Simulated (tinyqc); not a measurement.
Defect equilibria of an oxide against oxygen pressure (mass action): one step, computed by the program tinyqc.

Defects: oxygen vacancies V (charge +2), electrons n, holes p, the ionic partner X = O_i'' (charge -2), and the dopant. Activities are taken equal to concentrations.

Question. Conductivities. sigma_n = e n mu_n, sigma_p = e p mu_p, sigma_ion = 2 e [V] mu_V with mu_V = 2 e D/(k_B T) and D = D_0 exp(-E_m/k_B T); only the oxygen vacancies carry ionic current, and the ionic transport number is sigma_ion over the total.

Inputs (values chosen for the exercise, for a model oxide): temperature T = 700 K; electron mobility mu_n = 1.5 cm^2/(V s); hole mobility mu_p = 0.27 cm^2/(V s); vacancy diffusion prefactor D_0 = 0.26 cm^2/s; vacancy migration energy E_m = 0.53 eV.

Ionic disorder: anion Frenkel. Dopant (singly charged, fully ionised): donor.

n = 5.225489e+13 cm^-3

[V] = 1.031900e+10 cm^-3

p = 3.054069e+07 cm^-3

Constants: k_B = 8.617333262e-05 eV/K; e = 1.602176634e-19 C.

Give: sigma_n; sigma_p; sigma_ion; total conductivity; ionic transport number.

Answer.

sigma_n = 1.2558e-05 S/cm

sigma_p = 1.3212e-12 S/cm

sigma_ion = 4.3559e-12 S/cm

total conductivity = 1.2558e-05 S/cm

ionic transport number = 3.4686e-07

The conductor is mainly n-type electronic here. Caution: X far outnumbers the oxygen vacancies, so the ionic conductivity given leaves out the majority ionic defect.
